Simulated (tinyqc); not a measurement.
Gaussian against the exact two-step profile: two-step dopant diffusion (predeposition and drive-in) with a constant diffusivity. Computed by tinyqc, a small Python program. Command: `OMP_NUM_THREADS=1 python tinyqc.py 3023583 3023584 out.jsonl dopdiff walk`. One thread of a shared host (Intel(R) Xeon(R) Processor @ 2.30GHz), about 0.07 s of CPU time with the checks.

Fick diffusion into a half space x > 0 whose background doping C_B is of the opposite type, so that a junction lies where C = C_B.

Inputs (values chosen for the exercise, modelled on boron in silicon):
```
quantity                        value    unit
prefactor D0                    0.904  cm^2/s
activation energy E              3.52      eV
surface concentration C_s     6.9e+18  1/cm^3
background doping C_B         5.9e+15  1/cm^3
predeposition temperature T1     1025       C
predeposition time t1              15     min
drive-in temperature T2          1075       C
drive-in time t2                   30     min
```

Furnace ramps of the drive-in: none.

Constants: k_B = 8.617333262e-05 eV/K.

Method:
- D = D0 exp(-E/(k_B T)).
- Temperatures in kelvin are T(C) + 273.15.
- Times in seconds are 60 times the minutes.
- (Dt)2 = D2 t2, t2 in seconds.
- C = C_s erfc(x/(2 sqrt(D1 t1))); dose Q = 2 C_s sqrt(D1 t1/pi); the junction solves erfc(z) = C_B/C_s with x_j = 2 z sqrt(D1 t1).
- With a sealed surface and a thin source, C = Q/sqrt(pi (Dt)2) exp(-x^2/(4 (Dt)2)); x_j = 2 sqrt((Dt)2 ln(C(0)/C_B)); gradient at the junction |dC/dx| = C_B x_j/(2 (Dt)2).
- Exact two-step profile: C = (2 C_s/pi) int_0^alpha exp(-beta (1 + u^2))/(1 + u^2) du with alpha = sqrt(D1 t1/(Dt)2), beta = x^2/(4 (D1 t1 + (Dt)2)).
- The integral takes 48 Gauss-Legendre points; solve C(x) = C_B.
- Gaussian: C = Q/sqrt(pi (Dt)2) exp(-x^2/(4 (Dt)2)).
- Depths are fractions of the Gaussian x_j.

surface concentration C(0) (Gaussian) = 1.73301e+18 1/cm^3

junction depth x_j = 0.506562 um

drive-in budget (Dt)2 = 1.12890e-10 cm^2

product D1 t1 = 1.75709e-11 cm^2

exact junction depth = 0.530524 um

Profiles:
```
x/x_j   x (um)  Gaussian (1/cm^3)  exact (1/cm^3)   ratio
0.0    0.00000         1.7330e+18      1.6507e+18  1.0499
0.2    0.10131         1.3806e+18      1.3427e+18  1.0282
0.4    0.20262         6.9812e+17      7.2310e+17  0.9654
0.6    0.30394         2.2405e+17      2.5817e+17  0.8678
0.8    0.40525         4.5637e+16      6.1244e+16  0.7452
1.0    0.50656         5.9000e+15      9.6816e+15  0.6094
1.2    0.60787         4.8412e+14      1.0233e+15  0.4731
```

With D1 t1/(Dt)2 = 0.16, the Gaussian is 5.0 % high at the surface and 39 % low at its own junction; the exact junction lies at 0.5305 um, 4.7 % deeper. The dose is the same, but the real source already has a width, which carries into the tail. Caution: the drive-in budget is under fifteen times D1 t1, so the source is not thin and the Gaussian junction is too shallow.
